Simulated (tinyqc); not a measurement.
Worked calculation: shallow acceptor in the spherical model (Baldereschi-Lipari), strong spin-orbit limit. Computed by tinyqc, a small Python program that keeps every step. Command: `OMP_NUM_THREADS=1 python tinyqc.py 3031657 3031658 out.jsonl acceptor walk`. One thread of a shared host (Intel(R) Xeon(R) Processor @ 2.30GHz), about 0.01 s of CPU time with the checks. Intermediate numbers are printed to about 7 digits and carried at full precision; extremes and crossings named in words are read from the listed rows.

The 1S(3/2) state has an s envelope f(r) and a d envelope g(r). In effective units they obey -(f'' + 2f'/r + 2f/r) + mu (g'' + 5g'/r + 3g/r^2) = E f and -(g'' + 2g'/r - 6g/r^2 + 2g/r) + mu (f'' - f'/r) = E g. The cubic term, the split-off band and the central cell are left out.

Inputs (values chosen for the exercise, modelled on GaP):
```
quantity                  value  unit
Luttinger gamma_1          3.99     -
Luttinger gamma_2         0.497     -
Luttinger gamma_3          1.25     -
dielectric constant eps    11.2     -
spin-orbit gap Delta_so    80.3   meV
functions per channel n       2     -
smallest exponent zeta_1   0.78  1/a*
ratio beta of exponents     2.3     -
```

Constants: Ry = 13.605693123 eV; a_0 = 0.529177210903 angstrom.

## Effective units and couplings

Ry* = Ry/(gamma_1 eps^2), a* = a_0 eps gamma_1, mu = (6 gamma_3 + 4 gamma_2)/(5 gamma_1), delta = (gamma_3 - gamma_2)/gamma_1; spherical masses 1/(gamma_1 (1 - mu)) (heavy) and 1/(gamma_1 (1 + mu)) (light).

Ry* = 27.18390 meV

a* = 23.64787 angstrom

mu = 0.4755890

delta = 0.1887218

heavy-hole mass = 0.4779201 m_0

light-hole mass = 0.1698485 m_0

Caution: gamma_3 and gamma_2 differ by more than 0.17 gamma_1: band warping, left out here, adds several per cent to the binding.

## Matrices in a small basis

zeta_i = zeta_1 beta^(i-1), i = 1..n, in both channels. Basis: f_i = exp(-zeta_i r), g_i = r exp(-zeta_i r), weight r^2 dr, s = zeta_i + zeta_j. S_ff = 2/s^3, H_ff = zeta_i zeta_j S_ff - 2/s^2; S_gg = 24/s^5, H_gg = 8/s^3 + 24 zeta_i zeta_j/s^5 - 12/s^4; H(f_i, g_j) = mu (6 zeta_i^2/s^4 + 2 zeta_i/s^3); S_fg = 0. Each function is normalised by sqrt(S_ii).

H (Ry*), lower triangle (symmetric):
```
            f1         f2        g1        g2
f1     -0.9516
f2  -0.9121358  -0.369564
g1   0.4176383  0.9221771    0.6396
g2   0.5695800   2.209307  1.522439  5.715684
```

S, lower triangle (symmetric):
```
          f1        f2        g1        g2
f1  1.000000
f2  0.776497  1.000000
g1  0.000000  0.000000  1.000000
g2  0.000000  0.000000  0.655994  1.000000
```

## Lowest level in the small basis

H c = E S c with c^T S c = 1 and the largest component positive; the d weight is the part of the norm in g.

E = -1.241419 Ry*

coefficients: f1 0.4629458, f2 0.5470891, g1 -0.1854784, g2 -0.1493361

d weight = 0.09304371

## Converged levels

Large basis: zeta_i = 0.08 x 1.55^(i-1), i = 1..20 in each channel; overlap eigenvalues below 1e-11 are dropped. Binding energies are -E Ry*; the mass that fits is E(1S) eps^2/Ry.

1S(3/2) binding in Ry* = 1.261878

1S(3/2) binding energy = 34.30277 meV

2S(3/2) binding energy = 9.376663 meV

d weight of 1S(3/2) = 0.09897572

Hydrogenic mass that fits = 0.3162602 m_0

The small basis recovers 98.4 % of the binding. The ratio 2S/1S is 0.273 against the hydrogenic 0.25. The fitted mass is 66 % of the heavy-hole mass. Caution: the binding exceeds a fifth of the spin-orbit gap Delta_so, so the split-off band, left out, matters.

## One mass for the acceptor?

Hydrogenic binding Ry m/eps^2; the density-of-states mass is (m_H^(3/2) + m_L^(3/2))^(2/3); errors are against the large basis.

1S binding energy:
```
mass                     value (m_0)  binding (meV)  error (%)
light hole                 0.1698485       18.42241  -46.29470
1/gamma_1                  0.2506266       27.18390  -20.75305
mean of heavy and light    0.3238843       35.12971    2.41070
heavy hole                 0.4779201       51.83701   51.11610
density of states          0.5432397       58.92182   71.76986
```

The coupled result, 34.30 meV, lies between the 1/gamma_1 value (no coupling) and the heavy-hole value; the closest single rule here is "mean of heavy and light", off by +2.4 %.

## Binding against mu

The formulas are those given above.

1S(3/2):
```
mu    binding (Ry*)   d weight  binding x (1 - mu)
0.10       1.009075  0.0042365           0.9081674
0.14       1.017959  0.0083154           0.8754448
0.29       1.082422  0.0360258           0.7685197
0.48       1.268203  0.1008840           0.6594657
0.50       1.298539  0.1097889           0.6492697
0.80       2.580198  0.2982800           0.5160396
0.90       4.768333  0.3881797           0.4768333
0.95       9.144654  0.4400163           0.4572327
```

The binding grows from 1.009 to 9.14 Ry*, slowly at first (second order in mu), while the d weight rises to 0.44. The last column, the binding in units of the heavy-hole Rydberg, falls to 0.457, towards about 0.44 as mu tends to 1.

Checks made by the program: mu = 0 against hydrogen, 1 and 1/4 (relative difference 4e-06); the coupling element from the adjoint operator (relative difference below 1e-10).
